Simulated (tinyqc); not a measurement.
What each parameter does: quasiparticle equation with a plasmon-pole self-energy for two band edges.

For each edge E = e + X + Sc(E), with the correlation part Sc(E) = A[0]/(E - a + w) + A[1]/(E - b - w); a and b are the valence and conduction energies that enter the Green function (a = ev, b = ec in the one-shot scheme). Z = 1/(1 - dSc/dE), dSc/dE = -A[0]/(E - a + w)^2 - A[1]/(E - b - w)^2.

Values chosen for the exercise (scales of the order of those of Ge; not measured data): ev = 0 eV (mean-field valence top); ec = 0.1 eV (mean-field conduction edge); w = 13.8 eV (pole energy); Av = (31.4, 12.1) eV^2 (weights of the valence state on the hole and electron poles); Ac = (12.1, 29.3) eV^2 (the same for the conduction state); Xv = -1.87 eV (exchange minus the mean-field potential, valence); Xc = 1.54 eV (the same, conduction).

Exact one-shot edges and Z of the valence state there.

One parameter was then changed.

Results before and after:

| case | Ev (eV) | Ec (eV) | gap (eV) | Z |
|---|---|---|---|---|
| base | -0.3780 | 0.3359 | 0.7139 | 0.8106 |
| changed | -0.4590 | 0.3359 | 0.7949 | 0.8096 |

Which of these changes was made? (a) w = 14.49 eV; (b) Xv = -1.97 eV; (c) ec = 0.2 eV; (d) Ac = (12.1, 30.76) eV^2; (e) Xc = 1.64 eV; (f) Av = (32.97, 12.1) eV^2.

Answer: (b) Xv = -1.97 eV. Of the candidates, run in turn, only this one gives the changed row.

All candidates:

| case | Ev (eV) | Ec (eV) | gap (eV) | Z |
|---|---|---|---|---|
| base | -0.3780 | 0.3359 | 0.7139 | 0.8106 |
| w = 14.49 eV | -0.4401 | 0.3898 | 0.8300 | 0.8247 |
| Xv = -1.97 eV | -0.4590 | 0.3359 | 0.7949 | 0.8096 |
| Xc = 1.64 eV | -0.3780 | 0.4178 | 0.7958 | 0.8106 |
| ec = 0.2 eV | -0.3732 | 0.4309 | 0.8042 | 0.8112 |
| Av = (32.97, 12.1) eV^2 | -0.2838 | 0.3359 | 0.6197 | 0.8061 |
| Ac = (12.1, 30.76) eV^2 | -0.3780 | 0.2481 | 0.6262 | 0.8106 |

Computed by tinyqc, a small Python program: `OMP_NUM_THREADS=1 python tinyqc.py 1850714 1850715 out.jsonl` (the numbers bound the seed that draws the inputs); one thread of a shared host (Intel(R) Xeon(R) Processor @ 2.30GHz), about 0.02 s for the whole set of steps.
